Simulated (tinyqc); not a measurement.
# Solubility, supersaturation, precipitation and gettering of an impurity in a silicon-like host, step by step

A worked calculation. Computed by tinyqc, a small Python program that keeps every step. Command: `OMP_NUM_THREADS=1 python tinyqc.py 3020578 3020579 out.jsonl ripen walk`. One thread of a shared host (Intel(R) Xeon(R) Processor @ 2.30GHz), about 0.01 s of CPU time with the checks. Intermediate numbers are printed to about 6 digits and carried at full precision; extremes and crossings named in words are read from the listed rows.

The wafer was saturated at T1 and is then held at T.

Inputs (values chosen for the exercise, modelled on gold in silicon):

| quantity | value | unit |
|---|---|---|
| site density N0 | 5e+22 | 1/cm^3 |
| enthalpy of solution H | 1.93 | eV |
| entropy of solution S | 2.7 | k_B |
| diffusion prefactor D0 | 0.00027 | cm^2/s |
| migration energy Q | 1.16 | eV |
| temperature of saturation T1 | 1375 | K |
| anneal temperature T | 930 | K |
| sink density n | 1.8e+07 | 1/cm^3 |
| initial sink radius r0 | 56 | nm |
| impurity density in the precipitate C_p | 5.3e+22 | 1/cm^3 |
| interface energy gamma | 0.42 | J/m^2 |
| anneal time t | 280000 | s |
| wafer thickness w | 775 | micrometre |

Gettering: relaxation gettering at sinks.

Constants: k_B = 8.617333262e-05 eV/K; k_B = 1.380649e-23 J/K.

## Solubility, diffusivity, supersaturation

C_eq(T) = N0 exp(S/k_B - H/(k_B T)); D(T) = D0 exp(-Q/(k_B T)); C0 = C_eq(T1). Supersaturation s = C0/C_eq(T); critical radius r* = 2 gamma/(C_p k_B T ln s); barrier W* = (4 pi/3) gamma r*^2. Strain energy is left out.

C0 = 6.27407e+16 1/cm^3

C_eq(T) = 2.58625e+13 1/cm^3

D(T) = 1.39698e-10 cm^2/s

supersaturation s = 2425.93

critical radius r* = 0.158372 nm

W*/(k_B T) = 3.43660

Sinks of radius r0 are above r* and grow. The barrier is low enough for new nuclei to form. Caution: the barrier to homogeneous nucleation is below 35 k_B T for these inputs, so new precipitates would form and outnumber the fixed sinks assumed here. Caution: a critical radius of atomic size is outside the capillary model.

## Ham's law for sinks of fixed radius

tau0 = 1/(4 pi n r0 D); C_fixed(t) = C_eq + (C0 - C_eq) exp(-t/tau0). If all excess precipitates, the final radius is r_f = [r0^3 + 3 (C0 - C_eq)/(4 pi n C_p)]^(1/3), with tau_f = 1/(4 pi n r_f D).

tau0 = 5.65120e+06 s

C_fixed(t) = 5.97091e+16 1/cm^3

final radius r_f = 251.298 nm

tau_f = 1.25933e+06 s

The sinks grow 4.5 times, so the fixed radius underrates the later rate.

## Growing precipitates

Growing sinks: with y = r/r_f and y0 = r0/r_f, dy/dt = (1 - y^3)/(3 tau_f y), which integrates to t/tau_f = F(y) - F(y0), F(y) = (1/2) ln[(1 + y + y^2)/(1 - y)^2] - sqrt(3) arctan[(2y + 1)/sqrt(3)]; the share of the excess left is (1 - y^3)/(1 - y0^3), and C(t) = C_eq + (C0 - C_eq) x share.

radius at t = 109.925 nm

share of the excess left = 0.926554

C(t) with growing sinks = 5.81345e+16 1/cm^3

7.3 % of the excess has precipitated.

## Denuded zone

Near a surface held at C_eq(T) the excess decays by out-diffusion over sqrt(D t) and by capture over L_s = sqrt(D tau_f) = (4 pi n r_f)^(-1/2); the shorter length sets the depth from which the surface draws.

sqrt(D t) = 62.5422 micrometre

capture length L_s = 132.637 micrometre

L_s/w = 0.171144

In the time given a surface draws only from within about sqrt(D t), which is shorter than L_s; in a longer anneal the sinks would keep this depth to about L_s.

## The best anneal temperature for the time t

C_eq(T) = N0 exp(S/k_B - H/(k_B T)); D(T) = D0 exp(-Q/(k_B T)); C0 = C_eq(T1). r_f = [r0^3 + 3 (C0 - C_eq)/(4 pi n C_p)]^(1/3), tau_f = 1/(4 pi n r_f D).

Dissolved share after t:

| T (K) | C_eq/C0 | tau_f (s) | C(t)/C0 |
|---|---|---|---|
| 619 | 2.29261e-09 | 1.81302e+09 | 0.999966 |
| 715 | 2.95215e-07 | 9.77979e+07 | 0.999356 |
| 825 | 1.92304e-05 | 7.94589e+06 | 0.991331 |
| 935 | 4.68869e-04 | 1.16555e+06 | 0.919268 |
| 1045 | 5.83580e-03 | 2.56531e+05 | 0.533826 |
| 1155 | 4.49333e-02 | 7.62222e+04 | 0.091805 |
| 1251 | 1.98984e-01 | 3.30221e+04 | 0.199309 |
| 1320 | 5.07282e-01 | 2.20612e+04 | 0.507285 |

The lowest dissolved share among these rows is 0.092 at 1155 K. Above it solubility sets the floor; below it diffusion is too slow for this time. Solubility falls with H = 1.93 eV and diffusion with Q = 1.16 eV.

Checks made by the program: radius against numerical integration (relative difference 2e-10).
